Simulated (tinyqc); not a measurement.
Spin curve: spin coating of a resist or spin-on film: centrifugal thinning, evaporation and the final thickness (Emslie and Meyerhofer models). Computed by tinyqc, a small Python program. Command: `OMP_NUM_THREADS=1 python tinyqc.py 3112349 3112350 out.jsonl spincoat walk`. One thread of a shared host (Intel(R) Xeon(R) Processor @ 2.30GHz), about 0.09 s of CPU time with the checks.

A Newtonian film stays uniform over the wafer; solvent and solids have the same density and the concentration is uniform through the thickness.

Inputs (values chosen for the exercise, of the order of those of a polymer resist in an ester solvent):

| quantity | value | unit |
|---|---|---|
| solids volume fraction c0 | 0.047 | - |
| kinematic viscosity of the solvent nu_s | 1 | mm^2/s |
| viscosity constant k | 1200 | mm^2/s |
| viscosity exponent gamma | 2.6 | - |
| spin speed f | 800 | rpm |
| evaporation rate at 1000 rpm e0 | 0.083 | micrometre/s |
| starting thickness h0 | 300 | micrometre |
| wafer radius R | 50 | mm |

Method:
- omega = 2 pi f/60; nu(c) = nu_s + k c^gamma; evaporation rate e = e0 sqrt(f/1000 rpm).
- Flow constant K = 2 omega^2/(3 nu(c0)); Reynolds number of the air omega R^2/nu_air with nu_air = 15 mm^2/s.
- Meyerhofer estimate: flow rules until (1 - c0) K h^3 = e, then evaporation alone: h_w = (e/((1 - c0) K))^(1/3), dry film c0 h_w.
- Full model for solids s and liquid l per area, h = s + l, c = s/h: ds/dt = -c Q, dl/dt = -(1 - c) Q - e, Q = 2 omega^2 h^3/(3 nu(c)); integrated adaptively (relative tolerance 1e-9) until l = 0.

dry film, estimate = 134.997 nm

Dry film against speed:

| f (rpm) | full model (nm) | estimate (nm) | time to dry (s) |
|---|---|---|---|
| 500 | 186.84 | 170.76 | 74.964 |
| 1000 | 132.12 | 120.74 | 37.483 |
| 1500 | 107.87 | 98.59 | 24.989 |
| 2000 | 93.42 | 85.38 | 18.742 |
| 3000 | 76.28 | 69.71 | 12.495 |
| 4000 | 66.06 | 60.37 | 9.371 |
| 6000 | 53.94 | 49.29 | 6.247 |

What does the comparison show, and why?

The full thickness goes as f^-0.500; the estimate as (e/omega^2)^(1/3) = f^(-1/2). The time to dry goes as f^-1.00. A thickness window of 1 % allows a speed error of about 2 %.
